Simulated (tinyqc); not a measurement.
From junction depth x_j back to length scale l: sheet resistance and Hall data of a diffused or implanted layer. Computed by tinyqc, a small Python program. Command: `OMP_NUM_THREADS=1 python tinyqc.py 3014843 3014844 out.jsonl layer inv`. One thread of a shared host (Intel(R) Xeon(R) Processor @ 2.30GHz), about 0.01 s of CPU time with the checks.

Carriers are taken equal to the net active doping down to the junction (full ionisation, which deep dopants in wide-gap hosts do not reach; no spill-over, no depletion), and the Hall factor is 1.

Inputs (values chosen for the exercise, modelled on donors in GaAs): peak concentration N_0 = 8.2e+16 1/cm^3; background doping N_B (opposite type) = 2.2e+15 1/cm^3.

Profile: complementary error function. Activation: complete.

Method. N(x) = N_0 erfc(x/l), dose N_0 l/sqrt(pi), junction x_j = l erfc^-1(N_B/N_0).

Task: A run gave the result below. Find the length scale l, known to lie between 40 and 100 nm.

junction depth x_j = 119.716 nm

Result:

Each step takes the trial c = (a f_b - b f_a)/(f_b - f_a), f being the result less the target and a, b, c the logarithms of the listed values; c replaces end b, the old b replaces a if the sign of f changed, and otherwise f_a is halved.

Scan of the range:
```
length scale l (nm)  junction depth x_j (nm)
40.0                                  62.621
46.6                                  72.954
54.3                                  85.008
63.2                                  98.941
73.7                                 115.380
85.8                                 134.322
100.0                                156.553
```

False position (Illinois rule, in the logarithm of the input) inside the bracket:
```
step    end a    end b    trial  junction depth x_j (nm)
1     73.7000  85.8000  76.3099                  119.465
2     85.8000  76.3099  76.4609                  119.702
3     85.8000  76.4609  76.4780                  119.729
4     76.4609  76.4780  76.4700                  119.716
5     76.4780  76.4700  76.4700                  119.716
```

Junction depth x_j rises at every point of a 13-point scan of the range (every second point is shown), so one value fits; it is bracketed by 73.7 and 85.8. The scan shows a pure power law with exponent 1.000, so scaling from any one row also gives the answer directly. Answer: length scale l = 76.47 nm.

Caution: the layer is not thick against surface and junction depletion widths, which remove carriers that this model counts.
